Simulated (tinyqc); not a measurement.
## Read current of a NAND string, cells in series solved by shooting: effect of the pass voltage

Cells in series, numbered from 0 at the source line (0 V) to the bit line, each followed by a gap resistance Rg. A cell with gate Vg, threshold VT, source Vs and drain Vd passes I = 2 nf K Vt^2 [F(Vs) - F(Vd)]/(1 + th max(Vg - VT, 0)), F(V) = ln^2(1 + exp((Vg - VT - nf V)/(2 nf Vt))). The selected cell has Vg = Vr, the others Vg = Vp.

For a trial current I start at 0 V and, cell by cell, solve for the drain: sqrt(F(Vd)) = sqrt(F(Vs) - I/k), k = 2 nf K Vt^2/(1 + th max(Vg - VT, 0)), Vd = [Vg - VT - 2 nf Vt ln(exp(sqrt F) - 1)]/nf, then add I Rg. The string current is the I for which the last node reaches Vbl. The apparent threshold is the Vr at which I = Is. Background: all other cells erased (VT = Ve) or all in the highest state (VT = Vh); ratio and shift are high over erased and high minus erased. The string has 32 cells and the selected one is cell 16.

Parameters, values chosen for the exercise; values of the order met in vertical NAND strings:
```
symbol,value,unit,meaning
T,300,K,temperature
K,3,uA/V^2,gain factor of a cell
nf,1.9,,slope factor
th,0.17,1/V,mobility reduction factor
Rg,6.7,kohm,resistance of the gap between cells
Vbl,0.3,V,bit-line voltage
Ve,-1.6,V,threshold of an erased cell
Vh,3.4,V,threshold of the highest state
Vx,1.3,V,threshold of the selected cell
Is,20,nA,sensing current
Vr,3.14,V,read voltage on the selected word line
```

Constants: q = 1.602176634e-19 C, kB = 1.380649e-23 J/K, Vt = kB T/q. Results are converted to the units shown.

Results:
```
Vp (V),"I, others erased (uA)","I, others high (uA)",ratio,"apparent VT, erased (V)","apparent VT, high (V)",background shift (mV)
5,0.07560,0.02859,0.3781,1.511,1.629,118.3
5.5,0.07808,0.03649,0.4673,1.508,1.584,75.65
6.5,0.08244,0.04917,0.5965,1.505,1.548,42.97
7,0.08437,0.05434,0.6441,1.503,1.538,34.56
7.5,0.08616,0.05892,0.6838,1.502,1.530,28.52
```

Estimate the missing row, Vp = 6 V.

Computed row:
```
Vp (V),"I, others erased (uA)","I, others high (uA)",ratio,"apparent VT, erased (V)","apparent VT, high (V)",background shift (mV)
6,0.08035,0.04328,0.5386,1.506,1.562,55.39
```

With this row back in the table: As Vp goes from 5 to 7.5 V, the current with erased neighbours rises from 0.0756 to 0.0862 uA, that with high neighbours rises from 0.0286 to 0.0589 uA and the ratio rises from 0.378 to 0.684. The background shift falls from 118 to 28.5 mV. A higher pass voltage also disturbs erased cells more, which this model leaves out.

Program tinyqc, `OMP_NUM_THREADS=1 python tinyqc.py 2142281 2142282 out.jsonl`; Intel Xeon 2.30GHz, shared host, one thread, about 0.3 s.
